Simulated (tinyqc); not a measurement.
AlGaN/GaN HEMT with access regions, lumped model: one step of the calculation.

A polarisation-induced electron sheet under a Schottky gate, in series with two ungated access regions and contacts. Drift law v = mu E/(1 + mu E/vs) under the gate. Currents in mA/mm, resistances in ohm mm. No self-heating, no channel-length modulation; fits for polarisation, barrier and offset are chosen for the exercise.

Question. Polarisation charge, threshold and sheet resistance. sigma = (5e13 x + 1.6e13 x^2) cm^-2, phiB = 0.84 + 1.3 x, dEc = 0.7 (1.71 x + x^2) in volts, Cb = eps0 eps_r/d, VT = phiB - dEc - q sigma/Cb, access density n0 = -Cb VT/q. Rsh = 1/(q mu n0); largest access current q n0 vs.

Inputs (values chosen for the exercise); values close to those of AlGaN/GaN structures:
- x = 0.24 (aluminium share of the barrier)
- d = 18 nm (barrier thickness)
- eps_r = 9.3 (relative permittivity of barrier and channel)
- mu = 1900 cm^2/(V s) (channel mobility)
- vs = 1.1e7 cm/s (saturation velocity)

Constants: q = 1.602176634e-19 C, eps0 = 8.8541878128e-14 F/cm where lengths are in cm. Results are converted to the units shown.

Wanted: sigma; Cb; VT; n0; Rsh; q n0 vs.

Answer.

sigma = 1.292e13 cm^-2
Cb = 0.4575 uF/cm^2
VT = -3.701 V
n0 = 1.057e13 cm^-2
Rsh = 310.9 ohm
q n0 vs = 1862 mA/mm

Numbers from tinyqc (`OMP_NUM_THREADS=1 python tinyqc.py 2570124 2570125 out.jsonl`; about 0.03 s on one thread of a shared Intel Xeon 2.30GHz).
